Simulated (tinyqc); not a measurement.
Leakage through a gate insulator: direct, Fowler-Nordheim, trap-assisted and Poole-Frenkel currents: one step, computed by the program tinyqc. Command: `OMP_NUM_THREADS=1 python tinyqc.py 3008721 3008722 out.jsonl oxideleak walk`. One thread of a shared host (Intel(R) Xeon(R) Processor @ 2.30GHz), about 0.01 s of CPU time with the checks.

Electrons enter from the cathode Fermi level at x = 0; the conduction band of the insulator lies phi_b - e F x above it, F = V/t. WKB exponents use a parabolic band with mass m.

Question. One trap at several depths. For a level a distance phi(x) below the band, the WKB exponent is 2 int kappa dx with kappa = sqrt(m phi/(hbar^2/2m_0)); for a linear barrier from phi_1 down to phi_2 = max(phi_1 - e F d, 0) it is G = (4/3) sqrt(m/(hbar^2/2m_0)) (phi_1^(3/2) - phi_2^(3/2))/(e F). A trap at depth x lies phi_t below the band. Capture: tunnel at the cathode Fermi level from 0 to x (G_in from phi_1 = phi_b), rate nu_0 exp(-G_in - E_c/k_B T) with E_c = E_a + max(phi_b - phi_t - e F x, 0), the last term being the height of the trap above the cathode Fermi level. Emission: tunnel from the trap level to the anode (G_out from phi_1 = phi_t over t - x), rate nu_0 exp(-G_out - E_a/k_B T). Re-emission to the cathode follows from detailed balance, rate_back = rate_in exp(dE/k_B T) with dE = phi_b - phi_t - e F x. Each trap passes R = rate_in rate_out/(rate_in + rate_back + rate_out) electrons per second; filling from the anode is left out. Depths: t times 0.08, 0.2, 0.32, 0.44, 0.56, 0.68, 0.8 and 0.92, rounded to 0.01 nm.

Inputs (values chosen for the exercise, with an insulator like SiO2):
```
quantity,value,unit
thickness t,2.3,nm
barrier phi_b,2.96,eV
tunnelling mass m,0.39,m_0
voltage across the insulator V,0.93,V
trap depth phi_t,2.2,eV
attempt rate nu_0,6e+12,1/s
activation of capture E_a,0.35,eV
temperature T,250,K
```

Constants: k_B = 8.617333262e-05 eV/K; hbar^2/(2 m_0) = 3.80998212 eV angstrom^2.

Give: Rates.

Answer.

Rates:
```
x (nm),G_in,G_out,E_c (eV),rate in (1/s),rate back (1/s),rate out (1/s),R (1/s)
0.18,1.97,18.01,1.037,1.032e-09,7.365e+04,7.956e-03,1.114e-16
0.46,4.98,15.89,0.924,9.699e-09,3.615e+03,6.624e-02,1.777e-13
0.74,7.94,13.69,0.811,9.692e-08,1.885e+02,5.998e-01,3.074e-10
1.01,10.73,11.49,0.702,9.462e-07,1.159e+01,5.421e+00,3.015e-07
1.29,13.56,9.13,0.588,1.070e-05,6.840e-01,5.741e+01,1.057e-05
1.56,16.22,6.78,0.479,1.180e-04,4.749e-02,6.004e+02,1.179e-04
1.84,18.92,4.27,0.366,1.517e-03,3.189e-03,7.363e+03,1.517e-03
2.12,21.56,1.69,0.350,2.292e-04,2.514e-06,9.698e+04,2.292e-04
```

The most effective of these traps sits at 1.84 nm, 80 % of the way; where rate back exceeds rate out, re-emission drains the trap, and elsewhere the slower forward step limits R; here capture limits, and the best depth is where the trap level drops to the cathode Fermi level.
